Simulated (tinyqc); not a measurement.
# Free and trapped electrons in a MOS channel with a dense trap tail: effects of single changes

p-type body, charge-sheet picture, full ionisation (an idealisation for deep acceptors), Boltzmann statistics for free electrons. e = Ec - EF at the surface. Acceptor-like traps of density D(E) = D0 + De exp(-E/Ew) at depth E below Ec, from 0 to Eu, hold n_t = integral of D(E)/(1 + exp((e - E)/Vt)). psi = Eg - Vt ln(Nv/Na) - e; N_dep = sqrt(2 eps0 eps_r Na (psi - Vt)/q); n_f = sqrt(N_dep^2 + 2 eps0 eps_r Vt Nc exp(-e/Vt)/q) - N_dep; Vg = Vfb + psi + q (N_dep + n_t + n_f)/Cox, Cox = eps0 eox/tox.

Parameters, values chosen for the exercise; band and dielectric values close to those of gallium nitride:
- T = 300 K (temperature)
- Eg = 3.36 eV (band gap)
- eps_r = 9.46 (relative permittivity)
- Nc = 2.26e18 cm^-3 (conduction-band density of states at T)
- Nv = 4.68e19 cm^-3 (valence-band density of states at T)
- eox = 3.9 (relative permittivity of the insulator)
- tox = 28 nm (insulator thickness)
- Na = 3.6e16 cm^-3 (acceptor density)
- Vfb = -2.76 V (flat-band voltage without trapped charge)
- D0 = 2.3e11 cm^-2 eV^-1 (constant background density of acceptor-like traps)
- De = 2.9e13 cm^-2 eV^-1 (density of the tail at the conduction edge)
- Ew = 0.07 eV (decay energy of the tail)
- Eu = 0.52 eV (depth below Ec down to which the traps reach)
- mf = 76 cm^2/(V s) (mobility of free electrons)

Constants: q = 1.602176634e-19 C, kB = 1.380649e-23 J/K, Vt = kB T/q, eps0 = 8.8541878128e-14 F/cm where lengths are in cm. Results are converted to the units shown.

Each table varies one quantity; the others keep the values above.

## Free and trapped charge against gate voltage

Free share n_f/(n_f + n_t); swing ln 10 n_f/(dn_f/dVg); field-effect mobility mf q (dn_f/dVg)/Cox, for a constant mf; oxide field q (N_dep + n_t + n_f)/(eps0 eox).

Result of one run:

| Vg (V) | e (eV) | n_f (cm^-2) | n_t (cm^-2) | free share (%) | swing (mV/decade) | field-effect mobility (cm^2/(V s)) | oxide field (MV/cm) |
|---|---|---|---|---|---|---|---|
| 7.5 | -0.07115 | 2.184e12 | 2.114e12 | 50.81 | 6790 | 73.13 | 2.505 |

What becomes of these results when the gate voltage Vg is changed from 7.5 to 6 V, all else the same?

Result of the changed run:

| Vg (V) | e (eV) | n_f (cm^-2) | n_t (cm^-2) | free share (%) | swing (mV/decade) | field-effect mobility (cm^2/(V s)) | oxide field (MV/cm) |
|---|---|---|---|---|---|---|---|
| 6 | -0.04613 | 1.104e12 | 2.064e12 | 34.85 | 3710 | 67.64 | 1.978 |

The whole series:

| Vg (V) | e (eV) | n_f (cm^-2) | n_t (cm^-2) | free share (%) | swing (mV/decade) | field-effect mobility (cm^2/(V s)) | oxide field (MV/cm) |
|---|---|---|---|---|---|---|---|
| 1.5 | 0.3341 | 7.247e5 | 6.329e10 | 0.001145 | 116.0 | 0.001421 | 0.5069 |
| 2.3 | 0.1297 | 1.893e9 | 4.832e11 | 0.3903 | 520.5 | 0.8271 | 0.7197 |
| 3 | 0.07169 | 1.758e10 | 9.514e11 | 1.815 | 960.5 | 4.162 | 0.9489 |
| 3.8 | 0.02929 | 8.727e10 | 1.458e12 | 5.649 | 1334 | 14.87 | 1.220 |
| 4.5 | -9.551e-4 | 2.600e11 | 1.795e12 | 12.65 | 1662 | 35.56 | 1.459 |
| 5.3 | -0.02861 | 6.510e11 | 1.994e12 | 24.61 | 2522 | 58.69 | 1.735 |
| 6 | -0.04613 | 1.104e12 | 2.064e12 | 34.85 | 3710 | 67.64 | 1.978 |
| 6.8 | -0.06098 | 1.670e12 | 2.099e12 | 44.31 | 5303 | 71.60 | 2.259 |
| 7.5 | -0.07115 | 2.184e12 | 2.114e12 | 50.81 | 6790 | 73.13 | 2.505 |

n_f reaches 1e11 cm^-2 at Vg = 3.88 V, against 1.93 V without traps. The free share rises from 0.00115 to 50.8 % and the field-effect mobility rises from 0.00142 to 73.1 cm^2/(V s), although mf = 76 is constant: in the last row 96.2 % of Cox dVg goes into free electrons. The swing in the first row is 116 mV a decade (Vt ln 10 = 59.5). For Vg = 3.8, 4.5, 5.3, 6, 6.8, 7.5 EF lies less than 2 Vt below the band edge, or above it, where degeneracy and confinement, left out, matter.

## Effect of the acceptor density

Vfb is held fixed. VT is the Vg for n_f = 1e11 cm^-2; swing ln 10 n_f/(dn_f/dVg) at n_f = 1e8 cm^-2; the last three columns are for Vg = VT + 2.2 V, with free share n_f/(n_f + n_t) and field-effect mobility mf q (dn_f/dVg)/Cox; there EF is near the band edge, where Boltzmann statistics are rough.

Effect of the acceptor density:

| Na (cm^-3) | e at VT (eV) | VT (V) | q n_t/Cox at VT (V) | swing (mV/decade) | n_f (cm^-2) | free share (%) | field-effect mobility (cm^2/(V s)) |
|---|---|---|---|---|---|---|---|
| 1e15 | 0.06722 | 1.913 | 1.299 | 156.9 | 8.355e11 | 30.61 | 52.87 |
| 2e15 | 0.05990 | 2.143 | 1.407 | 168.4 | 8.814e11 | 31.33 | 55.93 |
| 6e15 | 0.04742 | 2.620 | 1.601 | 190.5 | 9.714e11 | 32.79 | 61.10 |
| 1e16 | 0.04135 | 2.905 | 1.698 | 202.8 | 1.020e12 | 33.61 | 63.41 |
| 3e16 | 0.02789 | 3.712 | 1.916 | 234.5 | 1.138e12 | 35.56 | 67.65 |
| 8e16 | 0.01554 | 4.767 | 2.107 | 270.9 | 1.249e12 | 37.37 | 70.27 |
| 2e17 | 0.003843 | 6.212 | 2.272 | 314.1 | 1.345e12 | 38.91 | 71.76 |
| 5e17 | -0.007961 | 8.367 | 2.412 | 369.5 | 1.424e12 | 40.12 | 72.52 |

What does the comparison show, and why?

As Na goes from 1e15 to 5e17, VT rises from 1.91 to 8.37 V, its part due to traps rises from 1.30 to 2.41 V, the swing rises from 157 to 369 mV/decade and the field-effect mobility rises from 52.9 to 72.5 cm^2/(V s). Most of the rise of VT is depletion charge; the trap part grows since the same n_f needs EF nearer the band edge at heavier doping. For Na = 6e15, 1e16, 3e16, 8e16, 2e17, 5e17 e is under 2 Vt already at VT, so VT too is rough.

Computed by the program tinyqc: `OMP_NUM_THREADS=1 python tinyqc.py 2222207 2222208 out.jsonl`, one thread of a shared Intel Xeon 2.30GHz, about 0.02 s for the whole run.
